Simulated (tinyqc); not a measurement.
Koster-Slater impurity in a tight-binding band, by Green functions and by supercells: one step, computed by the program tinyqc.

One orbital per site, e(k) = -2 t sum cos(k_i) over 3 direction(s), band from -6 t to 6 t, lattice constant 1. One site has the extra energy U. Spin is left out.

Task: The level in the supercell. In a periodic cell of N sites along each direction with Bloch vector K, the level solves 1/U = N^-d sum_k 1/(E - e(k)), k_i = (2 pi m_i + K_i)/N, m_i = 0..N-1; the outermost root on the side of U is taken (bisection). d is the number of directions. Gamma means K_i = 0, the zone corner K_i = pi, the quarter point K_i = pi/2. The error is measured against the isolated level E_b.

Inputs (values chosen for the exercise, for a model band): hopping t = 0.39 eV; impurity potential U = 1.98 eV; supercell edge N = 4 sites.

Lattice: simple cubic.

level E_b = 2.514855 eV

Give: level at Gamma; level at the corner; level at the quarter point; error at Gamma; width between Gamma and the corner.

Result:

level at Gamma = 2.578 eV

level at the corner = 2.465 eV

level at the quarter point = 2.513 eV

error at Gamma = 0.06294 eV

width between Gamma and the corner = 0.1133 eV

Images turn the level into a band 0.113 eV wide; the quarter point misses the isolated level by -0.0018 eV, far less than Gamma, because the leading hopping between images averages out there.
